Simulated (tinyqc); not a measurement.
Absorption edge of a degenerate semiconductor, band filling against gap narrowing: one step of the calculation.

n-type, parabolic bands, full ionisation. eta = (EF - Ec)/kB T solves N = Nc F12(eta), F12(x) = (2/sqrt(pi)) int_0^infinity sqrt(u)/(1 + exp(u - x)) du. The gap shrinks rigidly by dEg = a3 y^(1/3) + a4 y^(1/4) + a2 y^(1/2), y = N/1e18 cm^-3, an empirical law that is here taken as the true narrowing.

Question. Fermi level. Newton step on ln F12(eta) = ln(N/Nc): eta(new) = eta - ln(Nc F12/N) F12/Fm, Fm(x) = dF12/dx = (1/sqrt(pi)) int_0^infinity u^(-1/2)/(1 + exp(u - x)) du.

Values chosen for this exercise:
```
symbol,value,unit,meaning
Nc,4.46e17,cm^-3,"conduction-band density of states at 300 K, from me"
N,1.2e19,cm^-3,ionised donor density
```

eta at the start (Boltzmann value) = 3.2923

Wanted: F12; Fm; eta after iteration 1.

Answer.

F12 = 5.0444
Fm = 1.9561
eta after iteration 1 = 7.6093

Range of the model: Band tails, non-parabolic bands and incomplete ionisation are left out.

Program tinyqc, `OMP_NUM_THREADS=1 python tinyqc.py 2330110 2330111 out.jsonl`; Intel Xeon 2.30GHz, shared host, one thread, about 0.01 s.
